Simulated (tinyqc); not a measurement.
Threshold of a short bulk MOSFET: charge sharing, barrier lowering, narrow width: one step of the calculation.

n-channel device on a p-type body, depletion approximation, full ionisation. Uniform doping N = Na. Vbi from Boltzmann statistics is rough for the degenerate source. Cox = eps0 eox/tox.

Problem. Short-channel and narrow-width shifts. Charge sharing (trapezoid; it ignores Vds): F = (xj/L)(sqrt(1 + 2 Wd/xj) - 1), lowering = body term times F. Barrier lowering: th = exp(-L/(2 l)) + 2 exp(-L/l), lowering = th [2 (Vbi - 2 pB) + Vds], DIBL = th. Narrow width: rise = body term times xw Wd/W. VT by each model = VT0 - lowering + rise.

Inputs (values chosen for the exercise); band and dielectric values close to those of silicon:
```
symbol   value  unit                                                    meaning
xj          22    nm                                             junction depth
Vds        0.5     V                                       drain-source voltage
W          720    nm                                                 gate width
xw      0.7854        shape factor of the fringing depletion at the width edges
L          260    nm                                             channel length
```

2 pB = 0.82023399 V
Wd = 116.66007 nm
body term = 0.25764769 V
VT0 = 0.27788168 V
Vbi = 1.0125724 V
l = 31.035357 nm

Give: F; lowering by charge sharing; th; lowering of the barrier; DIBL; narrow-width rise; VT, charge sharing; VT, barrier lowering.

Solution.

F = 0.20364
lowering by charge sharing = 52.468 mV
th = 0.015625
lowering of the barrier = 13.823 mV
DIBL = 15.625 mV/V
narrow-width rise = 32.787 mV
VT, charge sharing = 0.25820 V
VT, barrier lowering = 0.29685 V

L is 8.38 scale lengths. The charge-sharing lowering is 3.80 times the barrier lowering; the first falls off as 1/L and the second exponentially. Both describe the same loss of gate control, so they are alternatives and are not added.

Computed by the program tinyqc: `OMP_NUM_THREADS=1 python tinyqc.py 2002051 2002052 out.jsonl`, one thread of a shared Intel Xeon 2.30GHz, about 0.01 s for the whole run.
